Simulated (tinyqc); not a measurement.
## Gate sheet resistance from two finger widths

Question. At low frequency R = Rsh Wf/(3 L) + B/Wf, where B collects the channel and vertical terms. Find Rsh, B and the width of lowest R.

Values chosen for this exercise:
```
symbol  value  unit         meaning
L        0.63    um  channel length
```

input resistance of single fingers, contacted at one end, of width 1.4 and 5.9 um (ohm): [69.947090, 90.245718]

Answer. R Wf is a straight line in Wf^2; the minimum of R lies where both terms are equal.

Rsh = 25.0 ohm/square
B = 72.0 ohm um
width of lowest R = 2.33 um

Program tinyqc, `OMP_NUM_THREADS=1 python tinyqc.py 2262158 2262159 out.jsonl`; Intel Xeon 2.30GHz, shared host, one thread, about 0.01 s.
